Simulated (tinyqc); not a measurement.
Optical gain and spontaneous emission in a bulk direct-gap semiconductor, step by step. Values are carried at full precision from step to step, so a last printed digit may differ when a step is redone from the rounded ones.

F_j(eta) = (1/Gamma(j + 1)) integral_0^infinity x^j dx/(1 + exp(x - eta)), which tends to exp(eta) for eta << 0.

Quasi-Fermi levels: n = Nc F_1/2(Fc/kT) and p = Nv F_1/2(Fv/kT), Fc counted up from the conduction edge and Fv down from the valence edge; Nc, Nv from N = 2 (m kB T/(4 pi c))^(3/2) with c = hbar^2/2m0, in 1/angstrom^3; times 1e24 for 1/cm^3, with me and (mhh^(3/2) + mlh^(3/2))^(2/3).

Constants: hbar^2/2m0 = 3.80998211 eV angstrom^2; kB = 8.617333262e-05 eV/K; fine-structure constant alpha = 0.007297352564; hbar = 6.58211957e-16 eV s; hbar c = 1973.269805 eV angstrom.

Inputs chosen for the exercise (near those of InGaAs; shifted at random, so the results belong to these values and not to a real crystal): me = 0.041 m0 (electron mass); mhh = 0.47 m0 (heavy-hole mass); mlh = 0.0507 m0 (light-hole mass); n = 8.4e+17 1/cm^3 (injected density, n = p); T = 300 K; Eg = 0.753 eV (direct gap); Ep = 23.2 eV (Kane energy); nr = 3.56 (refractive index); E = 0.776 eV (photon energy).

## Quasi-Fermi levels

Solve for Fc and Fv.

kT = 0.025852 eV
Nc = 2.083e+17 1/cm^3
Nv = 8.372e+18 1/cm^3
Fc = 0.0710 eV
Fv = -0.0585 eV
Fc + Fv = 0.0125 eV

The separation of the quasi-Fermi levels exceeds the gap, so photons between Eg and Eg + (Fc + Fv) see gain. The quasi-Fermi level of the electrons lies inside the band, that of the holes in the gap.

## Absorption of the empty crystal

Parabolic bands, vertical transitions, no excitons. For each hole band j: mr = me mj/(me + mj); joint density of states J_j(E) = (mr/c)^(3/2) sqrt(E - Eg)/(2 pi^2), both spins, c = hbar^2/2m0; averaged matrix element |e.p|^2 = m0 Ep/6; alpha_j(E) = 4 pi^2 alpha_f c Ep J_j/(3 nr E) in 1/angstrom (alpha_f the fine-structure constant, listed as alpha among the constants), times 1e8 for 1/cm.

Evaluate at E for heavy and light holes.

mr, J and alpha of each hole band:
```
hole   mr (m0)  J (1/(eV angstrom^3))  alpha (1/cm)
heavy  0.03771              7.566e-06        2324.6
light  0.02267              3.526e-06        1083.4
```

The heavy-hole band gives 68 % of the total, 3408 1/cm.

## Occupations and gain at E

For band j the electron sits at Ee = (E - Eg) mr/me above its edge and the hole at Eh = (E - Eg) mr/mj; fe = 1/(1 + exp((Ee - Fc)/kT)), fh = 1/(1 + exp((Eh - Fv)/kT)); gain g = sum_j alpha_j (fe + fh - 1).

Use mr and alpha from the table.

Energies, occupations and gain of each hole band:
```
hole   Ee (eV)  Eh (eV)     fe     fh  g (1/cm)
heavy   0.0212   0.0018  0.873  0.088       -90
light   0.0127   0.0103  0.905  0.065       -32
```

total gain = -122 1/cm

E - Eg = 0.0230 eV is above Fc + Fv = 0.0125 eV, so both bands give loss (Bernard-Duraffourg).

## Spontaneous emission

Spontaneous rate: R = integral of (nr E/(hbar c))^2/(pi^2 hbar) sum_j alpha_j fe fh dE, with alpha in 1/cm and (nr E/(hbar c))^2 in 1/cm^2 (1e16 per 1/angstrom^2); B = R/(n p); lifetime n/R.

Integrate over photon energy.

R = 8.27e+25 1/(cm^3 s)
B = 1.17e-10 cm^3/s
radiative lifetime = 10.2 ns

## Checks

- B at n = 1e13 1/cm^3 against the van Roosbroeck-Shockley value from alpha and ni^2 (cm^3/s): both 1.46e-10.

Computed by tinyqc, a small Python program: `OMP_NUM_THREADS=1 python tinyqc.py 1680540 1680541 out.jsonl` (the numbers bound the seed that draws the inputs); one thread of a shared host (Intel(R) Xeon(R) Processor @ 2.30GHz), about 0.09 s for the whole set of steps.
